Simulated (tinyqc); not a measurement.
# Pillar capacitor in an array: capacitance, non-linearity, leakage and relaxation: several studies

A film between two metal electrodes, each interface adding a series capacitance ci. The small-signal permittivity is ek (1 + aq E^2); the field is found with the linear permittivity. Leakage J = J0 sinh(E/Ef). After a voltage step the film passes a relaxation current kr C V tt^(-nr), tt being the time in seconds. The sidewall is a coaxial capacitor with radii a = dm/2 and b = dm/2 + t, depth AR dm; the end face is left out.

Parameters, values chosen for the exercise; permittivity of the order of that of strontium titanate: relative permittivity of the film ek = 155; film thickness t = 13 nm; capacitance of each electrode interface (dead layer and screening) ci = 1000 uF/cm^2; quadratic field coefficient of the permittivity aq = -0.031 cm^2/MV^2; bias V = 0.7 V; exponent of the relaxation current nr = 0.929; strength of the relaxation kr = 0.0013; leakage prefactor J0 = 1.7e-11 A/cm^2; field for an e-fold rise of the leakage Ef = 0.26 MV/cm; diameter of the pillar dm = 56 nm; pitch of the square array pt = 110 nm; resistivity of the inner electrode rho = 1600 uohm cm; duration of the write pulse t0 = 1e-7 s.

Constants: eps0 = 8.8541878128e-14 F/cm where lengths are in cm. Results are converted to the units shown.

Each table varies one quantity; the others keep the values above.

## Capacitance, non-linearity and leakage against thickness

Planar film: Cf = eps0 ek/t, 1/C = 1/Cf + 2/ci, EOT = 3.9 eps0/C, effective permittivity C t/eps0, E = (V/t) C/Cf; quadratic coefficient [C(V)/C - 1]/V^2 with Cf (1 + aq E^2) in C(V).

Results:

| t (nm) | C (uF/cm^2) | EOT (nm) | effective permittivity | E (MV/cm) | quadratic coefficient (ppm/V^2) | J (A/cm^2) |
|---|---|---|---|---|---|---|
| 3.6 | 35.422 | 0.097487 | 144.02 | 1.8067 | -1.9326e5 | 8.8563e-9 |
| 5.2 | 25.069 | 0.13774 | 147.23 | 1.2787 | -98501 | 1.1620e-9 |
| 7.3 | 18.119 | 0.19058 | 149.38 | 0.92416 | -52125 | 2.9699e-10 |
| 10 | 13.357 | 0.25852 | 150.86 | 0.68130 | -28592 | 1.1618e-10 |
| 15 | 8.9849 | 0.38433 | 152.21 | 0.45828 | -13050 | 4.8077e-11 |
| 30 | 4.5332 | 0.76174 | 153.59 | 0.23122 | -3351.7 | 1.7191e-11 |
| 42 | 3.2464 | 1.0637 | 153.99 | 0.16558 | -1723.4 | 1.1574e-11 |
| 60 | 2.2769 | 1.5166 | 154.29 | 0.11614 | -849.40 | 7.8485e-12 |

Estimate the missing row, t = 21 nm.

Computed row:

| t (nm) | C (uF/cm^2) | EOT (nm) | effective permittivity | E (MV/cm) | quadratic coefficient (ppm/V^2) | J (A/cm^2) |
|---|---|---|---|---|---|---|
| 21 | 6.4509 | 0.53529 | 153.00 | 0.32903 | -6761.2 | 2.7734e-11 |

With this row back in the table: C falls from 35.4 to 2.28 uF/cm^2 while the effective permittivity goes from 144 to 154 (ek = 155). EOT is a straight line in t with slope 3.9/ek = 0.0252 and intercept 0.00691 nm. The quadratic coefficient goes as t^(-1.83) between the first two rows and t^(-1.98) between the last two (-2 without interfaces), and J falls by 3.05 decades. For t = 3.6 direct tunnelling, left out, would add to the leakage.

## Cell against the aspect ratio

Per length 1/c = ln(b/a)/(2 pi eps0 ek) + (1/a + 1/b)/(2 pi ci); cell capacitance c AR dm; per footprint over pt^2; fields c V/(2 pi eps0 ek r) at r = a and b; resistance of the inner electrode rho AR dm/(pi a^2); time constant R C/3 of the distributed line.

The same in every row: field at a (MV/cm) = 0.6417; field at b (MV/cm) = 0.4382.

Cell against the aspect ratio:

| AR | cell capacitance (fF) | per footprint (uF/cm^2) | R (kohm) | R C/3 (ps) |
|---|---|---|---|---|
| 5 | 6.197 | 51.21 | 1.819 | 3.757 |
| 10 | 12.39 | 102.4 | 3.638 | 15.03 |
| 20 | 24.79 | 204.9 | 7.276 | 60.12 |
| 30 | 37.18 | 307.3 | 10.91 | 135.3 |
| 50 | 61.97 | 512.1 | 18.19 | 375.7 |
| 70 | 86.76 | 717.0 | 25.46 | 736.4 |
| 100 | 123.9 | 1024 | 36.38 | 1503 |

What does the table show?

As AR goes from 5 to 100, the cell capacitance rises from 6.20 to 124 fF, the capacitance per footprint rises from 51.2 to 1020 uF/cm^2, the ratio of the two fields stays at 1.46 and R C/3 rises from 3.76 to 1500 ps; the time constant goes as AR^(2.00) between the first two rows and AR^(2.00) between the last two.

## Charge lost after writing

Planar film: Cf = eps0 ek/t, 1/C = 1/Cf + 2/ci, EOT = 3.9 eps0/C, effective permittivity C t/eps0, E = (V/t) C/Cf. A capacitor written for t0 and then left open loses, as a share of C V, kr (tt^(1 - nr) - t0^(1 - nr))/(1 - nr) by relaxation and J tt/(C V) by leakage; both are taken as small, and rows far outside that range are left out.

The same in every row: leakage current (nA/cm^2) = 0.06348.

Results:

| tt (s) | relaxation current (nA/cm^2) | loss by relaxation (%) | loss by leakage (%) | total loss (%) |
|---|---|---|---|---|
| 1e-6 | 3.528e6 | 0.1035 | 8.772e-10 | 0.1035 |
| 1e-5 | 4.154e5 | 0.2255 | 8.772e-9 | 0.2255 |
| 0.0001 | 4.892e4 | 0.3691 | 8.772e-8 | 0.3691 |
| 0.001 | 5761 | 0.5382 | 8.772e-7 | 0.5382 |
| 0.01 | 678.4 | 0.7373 | 8.772e-6 | 0.7373 |
| 0.1 | 79.89 | 0.9718 | 8.772e-5 | 0.9719 |
| 1 | 9.408 | 1.248 | 8.772e-4 | 1.249 |
| 10 | 1.108 | 1.573 | 0.008772 | 1.582 |
| 1000 | 0.01536 | 2.407 | 0.8772 | 3.284 |

Estimate the missing row, tt = 100 s.

Computed row:

| tt (s) | relaxation current (nA/cm^2) | loss by relaxation (%) | loss by leakage (%) | total loss (%) |
|---|---|---|---|---|
| 100 | 0.1305 | 1.956 | 0.08772 | 2.044 |

With this row back in the table: The two currents are equal at tt = 217 s. The loss by relaxation grows from 0.104 to 2.41 %, by 0.122 points over the first decade and 0.451 over the last, while the loss by leakage grows tenfold a decade. Relaxation is the larger loss in every row.

Computed by the program tinyqc: `OMP_NUM_THREADS=1 python tinyqc.py 2102196 2102197 out.jsonl`, one thread of a shared Intel Xeon 2.30GHz, about 0.01 s for the whole run.
